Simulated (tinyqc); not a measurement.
Fermi level and growth conditions: formation energy of a charged point defect from supercell energies. Computed by tinyqc, a small Python program. Command: `OMP_NUM_THREADS=1 python tinyqc.py 3010252 3010253 out.jsonl formation walk`. One thread of a shared host (Intel(R) Xeon(R) Processor @ 2.30GHz), about 0.01 s of CPU time with the checks.

The host is a compound AB. Making the defect adds n_A = 0, n_B = -1, n_X = 1 atoms to the cell. All total energies are inputs. E_F is counted from the valence-band maximum (VBM); x = 0 is A-rich and x = 1 B-rich growth.

Inputs (values chosen for the exercise, with gap and screening modelled on 4H-SiC):
```
quantity                      value      unit
gap E_g                        3.26        eV
E_VBM of the host cell        3.303        eV
potential alignment dV       -0.035        eV
dielectric constant eps        9.56         -
cell length L                  9.85  angstrom
mu_B of the pure element      -5.87        eV
formation enthalpy dH of AB   -1.79        eV
growth condition x              0.8         -
mu_X of the pure element     -1.325        eV
formation enthalpy of AX       -2.3        eV
```

Defect: impurity X on a B site. Supercell lattice: fcc.

charge states q: 0  -1  -2

E(defect, q) - E(host), in the order of q (eV): 7.535  12.108  17.369

Constants: e^2/(4 pi eps_0) = 14.39964548 eV angstrom.

Method:
- dmu_A = x dH and dmu_B = (1 - x) dH, so that dmu_A + dmu_B = dH; mu = mu(element) + dmu. The impurity is held at its solubility limit: dmu_X = min(0, dH(AX) - dmu_A).
- The reservoir term is sum n_i mu_i.
- Image-charge correction of a point charge in a neutralising background: E_corr = q^2 alpha e^2/(4 pi eps_0) / (2 eps L), alpha = 2.888282 for a fcc array with L the cube root of the volume.
- E_f(q, E_F) = [E(defect, q) - E(host)] - sum n_i mu_i + q (E_VBM + dV + E_F) + E_corr(q).
- Each entry is the lowest E_f over q.

E_f(q, 0) (eV): (q=0) 3.50000, (q=-1) 5.02583, (q=-2) 7.68134

sum n_i mu_i = 4.035 eV

Lowest formation energy (eV):
```
E_F (eV)  stable q  A-rich, x = 0  x = 0.5  B-rich, x = 1
0.000            0         3.5000   3.5000         3.5000
0.408            0         3.5000   3.5000         3.5000
0.815            0         3.5000   3.5000         3.5000
1.222            0         3.5000   3.5000         3.5000
1.630           -1         3.3958   3.3958         3.3958
2.037           -1         2.9888   2.9888         2.9888
2.445           -1         2.5808   2.5808         2.5808
2.852           -2         1.9773   1.9773         1.9773
3.260           -2         1.1613   1.1613         1.1613
```

What follows from these numbers?

The lines end where they began between A-rich and B-rich growth, because the cap on mu_X moves with the host potential. The slope of the envelope is the stable charge, so E_f is highest in the rows from E_F = 0 to 1.22 eV, where the neutral state is stable: the defect forms most easily in n-type material. Caution: the largest image-charge correction in these energies, q^2 alpha e^2/(8 pi eps_0 eps L) with alpha = 2.888282, exceeds a quarter of the gap; the point-charge term alone is then a rough estimate, usually too large for a charge that is spread out.

Extremes, crossings and ranges named in words are read from the listed rows.
